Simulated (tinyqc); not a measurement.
# On-chip interconnect, size-dependent resistivity and RC delay, step by step

tinyqc, about 0.01 s, one thread, Intel Xeon 2.30GHz (shared host): `OMP_NUM_THREADS=1 python tinyqc.py 2100088 2100089 out.jsonl` Printed values are rounded.

A rectangular line between two neighbours and two ground planes. Surface and grain-boundary scattering are added to the bulk resistivity as corrections; capacitances are parallel-plate values without fringing; inductance is ignored.

Inputs (values chosen for the exercise); metal values close to those of cobalt: bulk resistivity rho0 = 6.07 uohm cm; bulk mean free path lam = 11.5 nm; specular share of surface scattering ps = 0; reflection coefficient of grain boundaries Rg = 0.25; grain size over the metal width gr = 2; drawn line width wd = 32 nm; aspect ratio, height over width AR = 2; liner on both walls and the bottom, not conducting tl = 1 nm; space to the neighbouring lines sp = 32 nm; dielectric height to the planes above and below hd = 54 nm; relative permittivity of the dielectric ek = 2.2; Miller factor of the neighbours Mf = 1; line length Lw = 340 um; driver resistance Rd = 6100 ohm; load capacitance Cl = 1.7 fF; time step dt = 51 ps.

Constants: eps0 = 8.8541878128e-12 F/m. Results are converted to the units shown.

## Resistivity, resistance and capacitance per length

Metal width x = wd - 2 tl, height y = AR wd - tl; grain boundaries (Mayadas-Shatzkes): al = (lam/(gr x)) Rg/(1 - Rg), g = 1/[1 - 3 al/2 + 3 al^2 - 3 al^3 ln(1 + 1/al)] - 1; surfaces (Fuchs-Sondheimer, thick limit): s = (3/8) lam (1 - ps)(1/x + 1/y); rho = rho0 (1 + g + s); r = rho/(x y); c = eps0 ek (2 wd/hd + 2 Mf AR wd/sp).

x = 30 nm
y = 63 nm
al = 0.0638889
g = 0.0938386
s = 0.212202
rho = 7.92767 uohm cm
r = 41.9453 ohm/um
c = 0.101003 fF/um

rho is 1.31 times the bulk value; surfaces add more (0.212 against 0.0938). The liner takes 7.71 % of the cross-section.

## Ladder and Elmore delays

7 equal pi sections: series Rs = r Lw/7; node capacitances c Lw/7, halved at nodes 0 and 7, with Cl added to node 7; Rd feeds node 0. Elmore delay of node k: the sum, over the resistors on the path to k, of resistance times all capacitance downstream of it.

Rs = 2037.34 ohm

```
node   C (fF)  Elmore delay (ps)
0     2.45294            219.851
1     4.90588            288.282
2     4.90588            346.717
3     4.90588            395.158
4     4.90588            433.604
5     4.90588            462.055
6     4.90588            480.511
7     4.15294            488.972
```

The far-end value equals Rd (c Lw + Cl) + r Lw (c Lw/2 + Cl) for any number of pi sections; the line resistance contributes 55.0 % of it.

## Step 1: node voltages after a time step

v at t = 0, node 0 to 7 (V): 0  0  0  0  0  0  0  0

A 1 V step is applied behind Rd at t = 0. C dv/dt = -G v + b, with G the conductance matrix of the ladder (1/Rs between neighbours, 1/Rd added at node 0) and b = (1 V/Rd, 0, ...). Backward Euler step: (C/dt + G) v(new) = (C/dt) v + b.

v at t = 1 dt, node 0 to 7 (V): 0.424940  0.274516  0.177890  0.116128  0.077124  0.053235  0.039779  0.034118

## Step 2: node voltages after a time step

As before.

v at t = 2 dt, node 0 to 7 (V): 0.555280  0.419520  0.312177  0.231152  0.172669  0.132911  0.108768  0.098146

## Course in time

A 1 V step is applied behind Rd at t = 0. C dv/dt = -G v + b, with G the conductance matrix of the ladder (1/Rs between neighbours, 1/Rd added at node 0) and b = (1 V/Rd, 0, ...). Backward Euler step: (C/dt + G) v(new) = (C/dt) v + b. The last column solves the same ladder exactly by its modes.

Voltages (V):
```
t (ps)  node 0  node 3  node 7  node 7, exact
51.00   0.4249  0.1161  0.0341         0.0132
102.0   0.5553  0.2312  0.0981         0.0847
153.0   0.6263  0.3262  0.1762         0.1780
204.0   0.6758  0.4051  0.2566         0.2693
255.0   0.7148  0.4724  0.3333         0.3524
306.0   0.7475  0.5310  0.4041         0.4267
357.0   0.7757  0.5826  0.4682         0.4926
408.0   0.8004  0.6282  0.5257         0.5509
459.0   0.8223  0.6688  0.5772         0.6026
510.0   0.8417  0.7049  0.6232         0.6483
561.0   0.8589  0.7371  0.6642         0.6887
612.0   0.8743  0.7657  0.7007         0.7245
```

The far end of the ladder reaches 0.5 V at 363.2 ps, 0.743 of its Elmore delay (ln 2 = 0.693 for a single pole); the slowest mode has a time constant of 417.4 ps. The largest error of the backward Euler steps at that node is 25 mV.
